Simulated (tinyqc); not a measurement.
Capillary instabilities by surface diffusion: grooving and agglomeration of films, edge retraction, wire break-up and smoothing of roughness: one step, computed by the program tinyqc. Command: `OMP_NUM_THREADS=1 python tinyqc.py 3010833 3010834 out.jsonl dewet walk`. One thread of a shared host (Intel(R) Xeon(R) Processor @ 2.30GHz), about 0.01 s of CPU time with the checks.

Isotropic surface energy; shapes change by surface diffusion alone.

Question. Retraction of a straight edge. A rim shaped as a circular segment with contact angle theta holds the area h x; its radius r obeys r^2 (theta - sin theta cos theta) = h x. To advance, the edge must carry a strip of the rim height H = r (1 - cos theta) over the rim, driven by the curvature 1/r over the distance r theta (the scaling argument of Brandon and Bradshaw): H dx/dt = B/(theta r^2) gives x^(5/2) = (5/2) B t c^(3/2)/(theta (1 - cos theta) h^(3/2)), c = theta - sin theta cos theta.

Inputs (values chosen for the exercise, of the order of those of a ruthenium film):
```
quantity                              value     unit
contact angle on the substrate theta    125  degrees
temperature T                          1142        K
time t                                 1700        s
film thickness h                         58       nm
```

B = 163185.6 nm^4/s

Give: retraction x; rim height H; present speed.

Answer.

retraction x = 329.76 nm

rim height H = 133.65 nm

present speed = 0.077590 nm/s

The rim is 2.3 times the film thickness. x goes as t^(2/5) h^(-3/5): thin films retract faster.
